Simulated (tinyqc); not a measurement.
Small-signal admittance of a forward-biased p+-n diode: two steps of the calculation.

Holes injected into a neutral base of width wb with an ohmic contact at its end; low injection, p0 far above the equilibrium density. A small voltage v exp(i w t), w = 2 pi f, modulates the edge density by p0 v/Vt, and the small-signal density obeys Dp d2p/dx2 = (1/tau + i w) p.

Values chosen for this exercise; permittivity close to that of gallium arsenide:

| symbol | value | unit | meaning |
|---|---|---|---|
| T | 300 | K | temperature |
| eps_r | 12.9 |  | relative permittivity |
| Nd | 1.1e15 | cm^-3 | donor density of the base |
| Dp | 5.2 | cm^2/s | hole diffusion coefficient |
| tau | 7e-7 | s | hole lifetime |
| wb | 8.8 | um | width of the neutral base |
| p0 | 1.1e13 | cm^-3 | excess hole density at the junction edge |
| Na | 1e19 | cm^-3 | acceptor density of the p+ side |
| f | 1.2e5 | Hz | signal frequency |

Constants: q = 1.602176634e-19 C, kB = 1.380649e-23 J/K, Vt = kB T/q, eps0 = 8.8541878128e-14 F/cm where lengths are in cm. Results are converted to the units shown.

Problem 1. Closed-form admittance. L = sqrt(Dp tau); direct current J = (q Dp p0/L) coth(wb/L); k = sqrt(1 + i w tau)/L; diffusion admittance Y = (q Dp p0/Vt) k coth(k wb) = G + i w C_diff; junction capacitance C_j = sqrt(q eps0 eps_r Nd/(2 Vr)) in the depletion approximation, with the remaining barrier Vr = Vt ln(Na/p0), a rough value under forward bias; base-width modulation is left out.

Find: L; J; k wb; Y; C_diff; C_j.

Solution 1.

L = 19.079 um
J = 0.011142 A/cm^2
k wb = 0.47608+0.11793i
Y = 0.43111+0.01466i S/cm^2
C_diff = 0.019445 uF/cm^2
C_j = 0.016845 uF/cm^2

G is 1.00 times its low-frequency value J/Vt, and C_diff is 1.15 times C_j.

Problem 2. The same by finite differences. 9 equal intervals, h = wb/9; u = small-signal density over its edge value, u_0 = 1, u_9 = 0; u_(i-1) + b u_i + u_(i+1) = 0 with b = -2 - h^2 (1/tau + i w)/Dp; Y = (q Dp p0/(Vt h)) (-b/2 - u_1), which includes the half box at the edge.

Find: b; u; Y on the mesh.

Solution 2.

b = -2.0026-0.0014i

| node | u |
|---|---|
| 1 | 0.88235-0.00338i |
| 2 | 0.76703-0.00554i |
| 3 | 0.65373-0.00666i |
| 4 | 0.54215-0.00688i |
| 5 | 0.43201-0.00638i |
| 6 | 0.32301-0.00529i |
| 7 | 0.21486-0.00377i |
| 8 | 0.10729-0.00195i |

Y on the mesh = 0.43129+0.01476i S/cm^2

tinyqc, about 0.01 s, one thread, Intel Xeon 2.30GHz (shared host): `OMP_NUM_THREADS=1 python tinyqc.py 2890181 2890182 out.jsonl`
